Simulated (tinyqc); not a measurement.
Defect equilibria of an oxide against oxygen pressure (mass action): one step, computed by the program tinyqc.

Defects: oxygen vacancies V (charge +2), electrons n, holes p, the ionic partner X = V_M'' (charge -2), and the dopant. Activities are taken equal to concentrations.

Problem. Solution at the given pressure. Neutrality: 2 [V] + p + N_d = n + 2 [X]. With n as the unknown, [V] = K_r/(n^2 P^(1/2)), p = K_i/n, [X] = K_s/[V]; the log ratio is ln(positive/negative). The root is found by 60 bisections in ln n between n = 1e-10 and 1e25 cm^-3.

Inputs (values chosen for the exercise, for a model oxide): dopant density N_d = 9.8e+18 cm^-3; temperature T = 900 K; oxygen pressure P = 1e-13 atm.

Ionic disorder: Schottky, oxide MO. Dopant (singly charged, fully ionised): donor.

K_r = 5.097247e+40 cm^-9 atm^(1/2)

K_i = 5.897565e+27 cm^-6

K_s = 1.706816e+22 cm^-6

Give: n; [V]; p; [X].

Solution.

n = 9.800e+18 cm^-3

[V] = 1.678e+09 cm^-3

p = 6.018e+08 cm^-3

[X] = 1.017e+13 cm^-3

The largest terms give the Brouwer balance N_d = n; the smaller of the two terms is 100 % of the total charge of one sign.
